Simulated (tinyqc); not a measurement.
Geometry alone against geometry with stress: oxidation of curved silicon (wires and holes): cylindrical Deal-Grove kinetics with stress-retarded reaction. Computed by tinyqc, a small Python program. Command: `OMP_NUM_THREADS=1 python tinyqc.py 3023693 3023694 out.jsonl wireox walk`. One thread of a shared host (Intel(R) Xeon(R) Processor @ 2.30GHz), about 0.01 s of CPU time with the checks.

Silicon fills r > a and oxide b < r < a. One volume of silicon gives 2.25 volumes of oxide, and the length is fixed.

Inputs (values chosen for the exercise, close to those used for silicon in steam):

| quantity | value | unit |
|---|---|---|
| prefactor B0 | 421 | um^2/h |
| activation energy E_B | 0.781 | eV |
| prefactor (B/A)0 | 1.14e+08 | um/h |
| activation energy E_A | 2.04 | eV |
| starting silicon radius a0 | 32 | nm |
| starting oxide x_i | 3 | nm |
| viscosity prefactor eta0 | 6.5e-09 | Pa s |
| viscosity energy E_eta | 5.55 | eV |
| critical shear stress s_c | 78 | MPa |
| activation volume V_k | 6 | angstrom^3 |
| temperature T | 750 | C |
| time t | 0.27 | h |

Shape: hole (concave).

Constants: k_B = 8.617333262e-05 eV/K.

Method:
- B = B0 exp(-E_B/(k_B T)), B/A = (B/A)0 exp(-E_A/(k_B T)), eta = eta0 exp(E_eta/(k_B T)); 1 um = 1000 nm.
- Temperatures in kelvin are T(C) + 273.15.
- Geometry: b^2 = b0^2 - 1.25 (a^2 - a0^2), b0 = a0 - x_i.
- Rate of oxide made per interface area: q = 1/[1/k + 2 a |ln(b/a)|/B], and |da/dt| = q/2.25. Reaction k = (B/A) exp(-sigma V_k/(k_B T)). New oxide pushes the old with radial speed u = 1.25 |da/dt| at r = a; the shear stress at radius r is s_c asinh(z a^2/r^2), z = 2 eta u/(a s_c) (Eyring flow), and the compressive normal stress at the interface is sigma = |int_a^b 2 s/r dr| = s_c |F(z) - F(z a^2/b^2)|, F(y) = int_0^y asinh(w)/w dw. q and sigma are solved together. 1 MPa angstrom^3 = 6.241509e-6 eV.
- Integrate da/dt adaptively (tolerance 1e-8); a wire counts as consumed at a = 0.5 nm and a hole as closed at b = 0.5 nm. Planar reference: x^2 + A x = B t + x_i^2 + A x_i, A = B/(B/A).
- A dash marks a stress-free run that has consumed the wire or closed the hole.

B = 59878.9 nm^2/h

B/A = 10.1948 nm/h

low-stress viscosity eta = 1.41517e+19 Pa s

k_B T = 0.0881682 eV

Oxide thickness (nm):

| t (h) | planar | curved, no stress | curved, with stress | a (nm) | sigma (MPa) |
|---|---|---|---|---|---|
| 0.0081 | 3.0825 | 3.0873 | 3.0778 | 32.033 | 273.78 |
| 0.0270 | 3.2750 | 3.2916 | 3.2590 | 32.109 | 290.01 |
| 0.0540 | 3.5499 | 3.5848 | 3.5167 | 32.216 | 313.13 |
| 0.1080 | 4.0997 | 4.1761 | 4.0284 | 32.428 | 359.15 |
| 0.1890 | 4.9242 | 5.0760 | 4.7869 | 32.738 | 427.66 |
| 0.2700 | 5.7485 | 5.9922 | 5.5346 | 33.039 | 495.64 |
| 0.4050 | 7.1218 | 7.5582 | 6.7582 | 33.522 | 607.94 |
| 0.5400 | 8.4945 | 9.1775 | 7.9548 | 33.983 | 719.25 |

At 0.54 h the thickness is 1.080 of the planar value from geometry alone and 0.936 with stress. In a hole the oxide is squeezed into a smaller circumference, which thickens it, while the oxidant must spread over a larger interface. Stress takes 13 % off the stress-free value. Caution: elasticity of the oxide, stress-dependent diffusion and thin-oxide enhancement are left out.
